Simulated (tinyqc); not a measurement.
Inside a calculation. Model: one electron in a tunnel-coupled double dot: charge qubit, sensing and quantum capacitance.

Numbers from tinyqc (`OMP_NUM_THREADS=1 python tinyqc.py 2470039 2470040 out.jsonl`; about 0.01 s on one thread of a shared Intel Xeon 2.30GHz). Printed values are rounded.

Basis (left, right), H = [[ep/2, tc], [tc, -ep/2]], splitting Om = sqrt(ep^2 + 4 tc^2), ep = al times the gate voltage. In equilibrium the electron is on the right with the chance P_R = [1 + (ep/Om) tanh(Om/2 kB T)]/2.

Inputs (values chosen for the exercise):

| symbol | value | unit | meaning |
|---|---|---|---|
| tc | 7.8 | ueV | tunnel coupling |
| T | 0.16 | K | electron temperature |
| al | 0.6 | eV/V | lever arm of the gate on the detuning |
| Cp | 0.58 | pF | parasitic capacitance of the resonator |
| f0 | 262 | MHz | resonator frequency |
| Q | 29 |  | loaded quality factor |
| se | 1.1 | ueV | deviation of quasi-static detuning noise |
| ep | 22.1 | ueV | detuning |

Constants: q = 1.602176634e-19 C, kB = 1.380649e-23 J/K, hbar = 1.054571817e-34 J s, h = 6.62607015e-34 J s, Vt = kB T/q. Results are converted to the units shown.

## Splitting and occupation

Also the frequency Om/h, the mixing angle arctan2(2 tc, ep) and the weight of the right dot in the ground state, (1 + ep/Om)/2.

Om = 27.05125 ueV
Om/h = 6.540963 GHz
mixing angle = 35.21759 degree
ground-state weight = 0.9084839
kB T = 13.78773 ueV
P_R = 0.8077902

## Capacitance seen by a resonator

q^2 al^2 dP_R/d(ep) splits into Cq = q^2 al^2 (2 tc^2/Om^3) tanh(Om/2 kB T) and Ct = q^2 al^2 (ep/Om)^2/(4 kB T cosh^2(Om/2 kB T)); Ct appears only if relaxation is faster than the drive. A resonator of frequency f0, capacitance Cp and quality factor Q shifts by df = -f0 Cq/(2 Cp) and its phase by -2 Q Cq/Cp.

Cq = 267.1468 aF
Ct = 301.7184 aF
df = -60.33833 kHz
phase shift = -1530.638 millidegree

## Dephasing by charge noise

Noise in ep shifts Om by (ep/Om) d + (2 tc^2/Om^3) d^2. For Gaussian d of deviation se the spread of Om is sqrt[(ep se/Om)^2 + 2 (2 tc^2 se^2/Om^3)^2], and T2* is estimated as sqrt(2) hbar/spread; Om T2*/h counts the oscillations within T2*.

first-order spread = 0.8986646 ueV
second-order spread = 0.01051859 ueV
T2* = 1.035746 ns
oscillations within T2* = 6.774777

At ep = 0 the first-order term vanishes and T2* would be 17.0 ns.
